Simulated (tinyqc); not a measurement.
All hoppings scaled: three-band tight binding of a dichalcogenide monolayer.

Parameters, chosen for this exercise (near a published set for monolayer WS2; the results hold for these values, not for the real material): e1 = 1.136 eV (level of dz2); e2 = 2.278 eV (level of dxy and dx2-y2); t0 = -0.21 eV (hopping); t1 = 0.581 eV (hopping); t2 = 0.53 eV (hopping); t11 = 0.292 eV (hopping); t12 = 0.383 eV (hopping); t22 = -0.06 eV (hopping); lam = 0.213 eV (spin-orbit constant).

The six hoppings are multiplied by f; e1, e2 and lam stay (real strain also moves e1 and e2, so this is no model of it). Closed forms: Ev(K) = e2 - (3/2)(t11 + t22) - 3 sqrt3 t12 + lam, Ec(K) = e1 - 3 t0, Ev(Gamma) = e1 + 6 t0.

Gaps (eV):
```
f     direct gap at K  Ev(K) - Ev(Gamma)  Ec(K) - top of valence band
0.85           1.1679             0.4386                       1.1679
0.90           1.3163             0.3847                       1.3163
0.94           1.4350             0.3416                       1.4350
0.97           1.5241             0.3092                       1.5241
1.00           1.6131             0.2769                       1.6131
1.03           1.7022             0.2445                       1.7022
1.06           1.7912             0.2122                       1.7912
1.10           1.9099             0.1691                       1.9099
```

What can be read from this table?

The direct gap changes by +29.7 meV for each per cent of f. The top of the valence band stays at K over the range.

tinyqc: `OMP_NUM_THREADS=1 python tinyqc.py 1481367 1481368 out.jsonl`; about 0.02 s, one thread, shared Intel(R) Xeon(R) Processor @ 2.30GHz.
